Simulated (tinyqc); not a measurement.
# Reflectance at normal incidence against thickness

Normal incidence on air, film (n1) and substrate (N2 = n2 - i k2): r01 = (1 - n1)/(1 + n1), r12 = (n1 - N2)/(n1 + N2), amplitude (r01 + r12 X)/(1 + r01 r12 X), X = exp(-4 pi i n1 d/lam), R its squared modulus, phase from 0 to 360 degrees.

Inputs (values chosen for the exercise): wavelength lam = 632.8 nm; index of the transparent film n1 = 1.658; index of the substrate n2 = 3.882; extinction coefficient of the substrate k2 = 0.019.

Reflectance at normal incidence against thickness:

| d (nm) | R (%) | phase of the reflected amplitude (degrees) |
|---|---|---|
| 0 | 34.85 | 179.8 |
| 24 | 31.47 | 155.3 |
| 48 | 21.80 | 126.7 |
| 71 | 9.618 | 87.93 |
| 95 | 2.921 | 1.338 |
| 119 | 9.366 | 273.2 |
| 142 | 21.53 | 234.0 |
| 166 | 31.32 | 205.2 |
| 190 | 34.85 | 180.7 |

R goes from 34.9 through a minimum of 2.92 (at d = 95 nm among the rows listed) to 34.8 %. At a quarter wave, d = 95.4 nm, R = 2.92 %; for a transparent substrate it would vanish for n1 = sqrt(n2) = 1.97.

tinyqc, about 0.5 s, one thread, Intel Xeon 2.30GHz (shared host): `OMP_NUM_THREADS=1 python tinyqc.py 2870110 2870111 out.jsonl`
